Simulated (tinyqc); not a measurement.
# Charge imbalance from the loss of breakdown voltage

Problem. In a superjunction of pillar doping N and length Lp an imbalance dl lowers BV by q |dl| N Lp^2/(4 eps0 eps_r), as long as the field reaches through the pillar. Find |dl| and the net dose error |dl| N wp.

Parameters, values chosen for the exercise:
```
symbol  value  unit                                     meaning
eps_r     9.5        relative permittivity of the semiconductor
wp          1    um                        width of each pillar
```

Constants: q = 1.602176634e-19 C, eps0 = 8.8541878128e-14 F/cm where lengths are in cm. Results are converted to the units shown.

BV balanced and BV measured (V): [2800, 2483.1400]
N = 2.1567131e17 cm^-3
Lp = 17.565015 um

Solution. The loss is linear in |dl|; its sign cannot be told from BV.

|dl| = 1.000 %
dose error = 2.157e11 cm^-2

Program tinyqc, `OMP_NUM_THREADS=1 python tinyqc.py 2590063 2590064 out.jsonl`; Intel Xeon 2.30GHz, shared host, one thread, about 0.01 s.
